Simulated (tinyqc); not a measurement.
Inside a calculation. Method: plane-wave Kohn-Sham cycle with exchange-only LDA in a layered model solid. One step of it, computed by the program tinyqc.

Problem. Iteration 2: Hamiltonian at one k. H(m,m') = (k + G_m)^2/2 delta + V(G_m - G_m'), with V(-G) = V(G).

A solid whose potential varies along x alone (atomic units):
```
parameter                      value
period a                   10.200000
cross-section of the cell  29.000000
electrons per cell                 4
grid points                       16
plane waves -n..n, n               2
k points                           4
V1 in V1 cos(2 pi x/a)     -0.470000
V2 in V2 cos(4 pi x/a)      0.020000
```

V(G_m), m = 0, 1, 2, ... (hartree): [-0.230832, -0.145506, 0.009656, 0.001659, -0.000099]

k = 0.125000 2 pi / a

Give: H.

Solution.

H (hartree), order -2, -1, +0, +1, +2:
$$\begin{pmatrix}
0.4362 & -0.1455 & 0.0097 & 0.0017 & -0.0001 \\
-0.1455 & -0.0856 & -0.1455 & 0.0097 & 0.0017 \\
0.0097 & -0.1455 & -0.2279 & -0.1455 & 0.0097 \\
0.0017 & 0.0097 & -0.1455 & 0.0093 & -0.1455 \\
-0.0001 & 0.0017 & 0.0097 & -0.1455 & 0.6259
\end{pmatrix}$$
